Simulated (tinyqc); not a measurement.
# Crystallisation kinetics and data retention of a phase-change cell: kissinger analysis

Johnson-Mehl-Avrami-Kolmogorov law X = 1 - exp(-y^n), y = integral of k dt, k = (1/100 s) exp[-(Ec q/kB)(1/T - 1/T1)].

Tp is the temperature of the largest dX/dt on a ramp of rate b (b in K/min in the logarithm).

Values chosen for this exercise; values of the order of Ge-Sb-Te and related chalcogenides:

| symbol | value | unit | meaning |
|---|---|---|---|
| Ec | 3.13 | eV | activation energy of crystallisation |
| T1 | 468 | K | temperature at which the rate k is 1/(100 s) |
| n | 4 |  | Avrami exponent |

Constants: q = 1.602176634e-19 C, kB = 1.380649e-23 J/K. Results are converted to the units shown.

Result of one run:
```
b (K/min)  Tp (K)  q/kB Tp (1/eV)  ln(b/Tp^2)  X at the peak
1           460.7           25.19      -12.27         0.6299
```

What becomes of these results when the heating rate b is changed from 1 to 2 K/min, all else the same?

Result of the changed run:
```
b (K/min)  Tp (K)  q/kB Tp (1/eV)  ln(b/Tp^2)  X at the peak
2           464.7           24.97      -11.59         0.6298
```

The whole series:
```
b (K/min)  Tp (K)  q/kB Tp (1/eV)  ln(b/Tp^2)  X at the peak
0.5         456.8           25.41      -12.94         0.6299
1           460.7           25.19      -12.27         0.6299
2           464.7           24.97      -11.59         0.6298
5           470.0           24.69      -10.70         0.6298
10          474.2           24.47      -10.02         0.6298
20          478.4           24.26      -9.345         0.6298
50          484.1           23.97      -8.453         0.6298
100         488.5           23.76      -7.778         0.6297
```

Tp rises from 457 to 489 K. The slope of ln(b/Tp^2) against q/kB Tp between the end rows is -3.129 eV, against Ec = 3.13 eV, and X at the peak stays near 1 - 1/e = 0.632 (0.630 to 0.630).

Range of the model: One Arrhenius rate is assumed; incubation, growth from the boundary and the non-Arrhenius kinetics of the supercooled liquid are left out.

Numbers from tinyqc (`OMP_NUM_THREADS=1 python tinyqc.py 2490036 2490037 out.jsonl`; about 0.04 s on one thread of a shared Intel Xeon 2.30GHz).
